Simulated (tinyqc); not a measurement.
Thermophotovoltaic cell, detailed-balance limit: two steps of the calculation.

Every photon above the gap Eg makes one pair and none below is absorbed; carriers thermalise at T and move without loss. Jsc = q F Phi(Eg, Ts); the dark current is J0 = q ge Phi(Eg, T)/ERE with the Boltzmann factor exp(V/Vt). Photons below the gap return to the emitter with reflectance Rf, and the efficiency is the electrical power over the radiant power not returned (luminescence back to the emitter is not credited).

Inputs (values chosen for the exercise): cell temperature T = 280 K; emitter temperature Ts = 2000 K; external radiative efficiency ERE = 0.1; band gap Eg = 1.06 eV.

Constants: q = 1.602176634e-19 C, kB = 1.380649e-23 J/K, h = 6.62607015e-34 J s, c = 299792458 m/s, Vt = kB T/q. Results are converted to the units shown.

Task 1. Photon flux of the source, term by term. Photon flux above E from a black body at temperature T into a hemisphere: Phi(E, T) = A sum_k exp(-k E/th)[E^2 th/k + 2 E th^2/k^2 + 2 th^3/k^3], k = 1, 2, ..., with th = kB T/q in eV and A = 2 pi q^3/(h^3 c^2). The first six terms at E = Eg, T = Ts are listed; the flux takes all.

Wanted: th; A; terms k = 1..6; Phi(Eg, Ts).

Result 1.

th = 0.17235 eV
A = 9.8833e22 cm^-2 s^-1 eV^-3
terms k = 1..6 (eV^3): [5.6911e-4, 5.1779e-7, 6.9765e-10, 1.0862e-12, 1.8233e-15, 3.2055e-18]
Phi(Eg, Ts) = 5.6298e19 cm^-2 s^-1

Task 2. Voltages, fill factor and efficiency. Voc = Vt ln(1 + Jsc/J0), Vmp = v Vt, Jmp = Jsc - J0 (exp(v) - 1), FF = Vmp Jmp/(Voc Jsc), efficiency Vmp Jmp/Pab.

v = 33.426740
Jsc = 8478.7876 mA/cm^2
J0 = 7.4884030e-13 mA/cm^2
Pab = 18342.550 mW/cm^2

Find: Voc; Eg/q - Voc; Vmp; Jmp; FF; efficiency.

Result 2.

Voc = 0.89193 V
Eg/q - Voc = 0.16807 V
Vmp = 0.80654 V
Jmp = 8232.5 mA/cm^2
FF = 0.87800
efficiency = 36.199 %

Of the voltage deficit, Vt ln(1/ERE) = 55.6 mV is due to non-radiative recombination.

Computed by the program tinyqc: `OMP_NUM_THREADS=1 python tinyqc.py 2820114 2820115 out.jsonl`, one thread of a shared Intel Xeon 2.30GHz, about 0.01 s for the whole run.
